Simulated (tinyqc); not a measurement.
Pillar capacitor in an array: capacitance, non-linearity, leakage and relaxation: one step of the calculation.

A film between two metal electrodes, each interface adding a series capacitance ci. The small-signal permittivity is ek (1 + aq E^2); the field is found with the linear permittivity. Leakage J = J0 sinh(E/Ef). After a voltage step the film passes a relaxation current kr C V tt^(-nr), tt being the time in seconds. The sidewall is a coaxial capacitor with radii a = dm/2 and b = dm/2 + t, depth AR dm; the end face is left out.

Problem. Planar capacitance, field and non-linearity. Planar film: Cf = eps0 ek/t, 1/C = 1/Cf + 2/ci, EOT = 3.9 eps0/C, effective permittivity C t/eps0, E = (V/t) C/Cf; quadratic coefficient [C(V)/C - 1]/V^2 with Cf (1 + aq E^2) in C(V).

Parameters, values chosen for the exercise; permittivity of the order of that of strontium titanate:
```
symbol    value       unit                                                             meaning
ek          142                                              relative permittivity of the film
t            29         nm                                                      film thickness
ci           84    uF/cm^2  capacitance of each electrode interface (dead layer and screening)
aq       -0.047  cm^2/MV^2                     quadratic field coefficient of the permittivity
V           1.5          V                                                                bias
J0      7.7e-11     A/cm^2                                                   leakage prefactor
Ef         0.23      MV/cm                             field for an e-fold rise of the leakage
```

Constants: eps0 = 8.8541878128e-14 F/cm where lengths are in cm. Results are converted to the units shown.

Wanted: Cf; C; EOT; effective permittivity; E; quadratic coefficient; J.

Solution.

Cf = 4.335 uF/cm^2
C = 3.930 uF/cm^2
EOT = 0.8787 nm
effective permittivity = 128.7
E = 0.4688 MV/cm
quadratic coefficient = -4166 ppm/V^2
J = 2.906e-10 A/cm^2

The interfaces take 9.36 % of the voltage.

tinyqc, about 0.01 s, one thread, Intel Xeon 2.30GHz (shared host): `OMP_NUM_THREADS=1 python tinyqc.py 2102106 2102107 out.jsonl`
